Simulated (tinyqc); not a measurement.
Signal and retention of a DRAM cell: one step of the calculation.

A stored one starts at Vd and leaks: Cs dV/dt = -I(V), I = a sqrt((V + Vb)/(Vd + Vb)) + b, with a = Ig exp[-(Eg1 q/kB)(1/T - 1/T0)] (generation in a depletion layer) and b = Is exp[-(Es q/kB)(1/T - 1/T0)]. The bit line is precharged to Vd/2, and charge sharing gives the signal (V - Vd/2) Cs/(Cs + Cb).

Task. Retention time. With s = sqrt((Vc + Vb)/(Vd + Vb)), the time from Vd to Vc is t = [2 Cs (Vd + Vb)/a] [1 - s - (b/a) ln((a + b)/(a s + b))].

Inputs (values chosen for the exercise):
- Vd = 1.1 V (array voltage)
- Cs = 10 fF (cell capacitance)
- Vb = 1.4 V (built-in plus back-bias voltage of the storage junction)
- Ig = 7.4 fA (junction leakage at V = Vd and T0)
- Is = 0.36 fA (voltage-independent leakage at T0)
- Es = 0.4 eV (activation energy of Is)
- T0 = 358 K (reference temperature)
- T = 368 K (temperature)
- Eg1 = 0.64 eV (activation energy of Ig)

Constants: q = 1.602176634e-19 C, kB = 1.380649e-23 J/K. Results are converted to the units shown.

Vc = 0.745 V

Wanted: a; b; retention time; estimate with the current held at a + b.

Result.

a = 13.00 fA
b = 0.5121 fA
retention time = 0.2723 s
estimate with the current held at a + b = 0.2627 s

Range of the model: Real arrays also hold a tail of unusually leaky cells and cells whose retention varies in time, which this model lacks.

Computed by the program tinyqc: `OMP_NUM_THREADS=1 python tinyqc.py 2130139 2130140 out.jsonl`, one thread of a shared Intel Xeon 2.30GHz, about 0.01 s for the whole run.
